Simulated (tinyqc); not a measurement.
## CMOS latch-up, two-transistor model: effect of the temperature

A parasitic pnp (emitter at Vdd, base shunted by Rw) and npn (emitter at ground, base shunted by Rs) feed each other: the npn collector current flows out of the pnp base node, the pnp collector current into the npn base node. Forward-active transistors with constant gains: Icn = Isn exp(Vn/Vt), Icp = Isp (exp(Vp/Vt) - 1). A current Ii is injected into the npn base node.

Isn, Isp and Von are given at 300 K; the currents scale as T^3 exp(-1.12 V/Vt), Von falls by 1.5 mV/K, gains and resistances are fixed. Node equations: Vp/Rw + Icp/bp = Icn and Vn/Rs + Icn/bn = Icp + Ii. Loop gain G = gn gp/[(1/Rw + gp/bp)(1/Rs + gn/bn)], gn = Icn/Vt, gp = (Icp + Isp)/Vt; the off state ends where G = 1, and Ii there is the trigger current. On state with both base-emitter voltages at Von: npn base current Ib = (Von/Rs + bp Von/Rw)/(bn bp - 1), holding current Ih = (bn + 1) Ib + Von/Rs, holding voltage Vh = Vsat + Von + R2 (Ib + Von/Rs).

Values chosen for this exercise; values close to those of bulk CMOS:
```
symbol    value  unit                                                     meaning
bn         23.1                                           current gain of the npn
bp          3.2                                           current gain of the pnp
Isn     7.2e-15     A  saturation current of the npn at the reference temperature
Isp     2.1e-15     A  saturation current of the pnp at the reference temperature
Rs          210   ohm                       substrate resistance shunting the npn
Rw          390   ohm                            well resistance shunting the pnp
R2           48   ohm           resistance from the pnp collector to the npn base
Von        0.72     V                        base-emitter voltage in the on state
Vsat       0.07     V                                          saturation voltage
Vdd         1.2     V                                              supply voltage
```

Constants: q = 1.602176634e-19 C, kB = 1.380649e-23 J/K, Vt = kB T/q. Results are converted to the units shown.

Effect of the temperature:
```
T (K)  Vn at trigger (V)  trigger current (mA)  Ih (mA)   Vh (V)
233              0.79225                3.8452   7.4235   1.0850
263              0.73990                3.5882   7.0163   1.0294
293              0.68605                3.3237   6.6092  0.97371
323              0.63068                3.0517   6.2021  0.91804
353              0.57378                2.7717   5.7949  0.86237
383              0.51526                2.4834   5.3878  0.80670
413              0.45502                2.1857   4.9806  0.75103
443              0.39288                1.8773   4.5735  0.69536
```

What does the table show?

As T goes from 233 to 443 K, the trigger current falls from 3.85 to 1.88 mA, Ih falls from 7.42 to 4.57 mA and Vh falls from 1.09 to 0.695 V. Vh exceeds the supply Vdd = 1.2 V, which then cannot sustain a latched state, in 0 of the 8 rows.

tinyqc, about 0.04 s, one thread, Intel Xeon 2.30GHz (shared host): `OMP_NUM_THREADS=1 python tinyqc.py 2670061 2670062 out.jsonl`
